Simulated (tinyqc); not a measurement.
From one set of inputs to another, one input at a time: ballistic transport through the one-dimensional subbands of a rectangular nanowire or nanosheet channel. Computed by tinyqc, a small Python program. Command: `OMP_NUM_THREADS=1 python tinyqc.py 3011016 3011017 out.jsonl wire ladder`. One thread of a shared host (Intel(R) Xeon(R) Processor @ 2.30GHz), about 0.07 s of CPU time with the checks.

Hard walls, parabolic subbands, transport along x. Energies are counted from the bulk conduction band edge at the top of the barrier, which the gate pulls down by U; the source Fermi level lies at the bulk edge when U = 0.

The inputs printed are set A. Set A is modelled on GaAs; the values taken over come from a set modelled on InAs. Inputs not listed in the table keep their values of set A, so the rows need not describe a real material.

Inputs (values chosen for the exercise, modelled on GaAs): mass m = 0.065 m_0; height a = 5.7 nm; width b = 9.8 nm; equivalent oxide thickness t = 1.7 nm; gate voltage above flat band V_G = 0.86 V; drain voltage V_D = 0.05 V; temperature T = 300 K; mean free path for back-scattering lambda = 170 nm; channel length L = 54 nm.

Valleys: single isotropic valley.

Constants: hbar^2/(2 m_0) = 3.80998212 eV angstrom^2; k_B = 8.617333262e-05 eV/K; m_0 = 9.1093837015e-31 kg; k_B = 1.380649e-23 J/K; hbar = 1.054571817e-34 J s; eps_0 = 8.8541878128e-12 F/m; e = 1.602176634e-19 C; h = 6.62607015e-34 J s.

Method:
- E_pq = (hbar^2 pi^2/2)(p^2/(m_y b^2) + q^2/(m_z a^2)); m_x = m_y = m_z = m, degeneracy g = 1; the 10 lowest subbands are kept.
- F_j(eta) = (1/Gamma(j + 1)) int_0^infinity x^j/(1 + exp(x - eta)) dx, F_0 = ln(1 + exp(eta)). Integrals over x = E/(k_B T) use 160 Gauss-Legendre points in u = sqrt(x) from 0 to sqrt(max(eta, 0) + 32).
- With degeneracy g = 1, eta_i = (U - E_i)/(k_B T) and u = e V_D/(k_B T): line density n = sum_i g sqrt(2 m_x k_B T/pi)/(2 hbar) [F_-1/2(eta_i) + F_-1/2(eta_i - u)]; gate: e n = C_ox (V_G - U/e), C_ox = 3.9 eps_0 2 (a + b)/t (flat-plate estimate); I = (2 e k_B T/h) sum_i g [F_0(eta_i) - F_0(eta_i - u)].
- Linear conductance G = (2 e^2/h) sum_i g f(eta_i), g = 1, f = 1/(1 + exp(-eta_i)), with the barrier frozen at the eta_i above; current per perimeter I/(2(a + b)); with scattering, transmission lambda/(lambda + L) and low-bias resistance (1 + L/lambda)/G.

Each row keeps all changes above it:
```
input moved                                      from     to  line density n (1/nm)  mean velocity I/(e n) (1e7 cm/s)  ballistic conductance (microsiemens)
set A                                               -      -                 0.8730                              0.56                                 158.5
width b (nm)                                      9.8    8.1                 0.7379                              0.65                                 154.4
mass m (m_0)                                    0.065  0.029                 0.2280                              1.06                                  77.4
gate voltage above flat band V_G (V)             0.86    1.1                 0.3418                              0.71                                  77.5
equivalent oxide thickness t (nm)                 1.7    2.1                 0.3327                              0.73                                  77.5
drain voltage V_D (V)                            0.05   0.79                 0.1837                             11.54                                  77.7
mean free path for back-scattering lambda (nm)    170     95                 0.1837                             11.54                                  77.7
height a (nm)                                     5.7      7                 0.2204                             12.61                                  98.1
```

Line density n goes from 0.873 to 0.220, a factor 0.252 in all. The largest single move comes from mass m (a factor 0.309), and gate voltage above flat band V_G works against it (a factor 1.50). Mean velocity I/(e n) goes from 0.559 to 12.6, a factor 22.5 in all. The largest single move comes from drain voltage V_D (a factor 15.9), and gate voltage above flat band V_G works against it (a factor 0.668). Ballistic conductance goes from 158 to 98.1, a factor 0.619 in all. The largest single move comes from mass m (a factor 0.502), and height a works against it (a factor 1.26). The single moves hold for this order of the switches; the total does not depend on the order.

Caution (all rows): confinement energies this large call for non-parabolicity and barrier penetration, which lower the subbands and raise the mass.

Extremes, crossings and ranges named in words are read from the listed rows.
